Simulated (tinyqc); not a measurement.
Where in the gap a trap does harm: carrier lifetime from Shockley-Read-Hall, radiative, Auger and surface recombination. Computed by tinyqc, a small Python program. Command: `OMP_NUM_THREADS=1 python tinyqc.py 3020954 3020955 out.jsonl lifetime walk`. One thread of a shared host (Intel(R) Xeon(R) Processor @ 2.30GHz), about 0.02 s of CPU time with the checks.

Energies are counted from the top of the valence band. Boltzmann statistics, full ionisation, and equal excess densities of electrons and holes.

Inputs (values chosen for the exercise, with bands modelled on InP):
```
quantity                          value   unit
gap E_g                            1.37     eV
electron mass m_e                0.0809    m_0
valleys M_c                           1      -
hole mass m_h                     0.591    m_0
temperature T                       400      K
doping N                        1.7e+18  cm^-3
trap level E_t                     1.02     eV
trap density N_t                9.2e+11  cm^-3
electron cross-section sigma_n  5.3e-15   cm^2
hole cross-section sigma_p      5.1e-16   cm^2
```

Doping: p-type. Surface term: none.

Constants: m_0 = 9.1093837015e-31 kg; k_B = 1.380649e-23 J/K; h = 6.62607015e-34 J s; k_B = 8.617333262e-05 eV/K.

Method:
- N_c = 2 M_c (2 pi m_e k_B T/h^2)^(3/2) and N_v = 2 (2 pi m_h k_B T/h^2)^(3/2), masses in units of m_0.
- n_i = sqrt(N_c N_v) exp(-E_g/2 k_B T); majority density N/2 + sqrt(N^2/4 + n_i^2), minority density n_i^2 over it.
- v = sqrt(3 k_B T/m) with m_e or m_h; tau_n0 = 1/(sigma_n v_n N_t), tau_p0 = 1/(sigma_p v_p N_t); n1 = N_c exp(-(E_g - E_t)/k_B T), p1 = N_v exp(-E_t/k_B T).
- Low injection: tau = [tau_p0 (n_0 + n1) + tau_n0 (p_0 + p1)]/(n_0 + p_0). Depleted region (n = p = 0): generation lifetime tau_g = (tau_p0 n1 + tau_n0 p1)/n_i. n1 = N_c exp(-(E_g - E_t)/k_B T), p1 = N_v exp(-E_t/k_B T).

tau_p0 = 1.21492e-04 s

n_0 = 50.3008 cm^-3

N_c = 8.89002e+17 cm^-3

tau_n0 = 4.32537e-06 s

p_0 = 1.70e+18 cm^-3

N_v = 1.75534e+19 cm^-3

n_i = 9.24724e+09 cm^-3

The same trap at other energies:
```
E_t (eV)  SRH lifetime (s)  generation lifetime (s)
0.082           8.4633e-06               7.6071e+02
0.206           4.4387e-06               2.0839e+01
0.342           4.3276e-06               4.0305e-01
0.480           4.3254e-06               7.3560e-03
0.616           4.3254e-06               1.4596e-04
0.685           4.3254e-06               4.6561e-05
0.754           4.3254e-06               2.0498e-04
0.891           4.3254e-06               1.0772e-02
1.028           4.3285e-06               5.7336e-01
1.164           4.4866e-06               2.9645e+01
1.288           1.0212e-05               1.0821e+03
```

The SRH lifetime (other channels left aside) stays within 10 % of its least value, among these rows, from E_t = 0.206 to 1.164 eV. The generation lifetime has a sharp minimum, among these rows at 0.685 eV and exactly at 0.679 eV, where tau_p0 n1 = tau_n0 p1, since generation needs two thermal jumps and the larger one rules.

Extremes, crossings and ranges named in words are read from the listed rows.
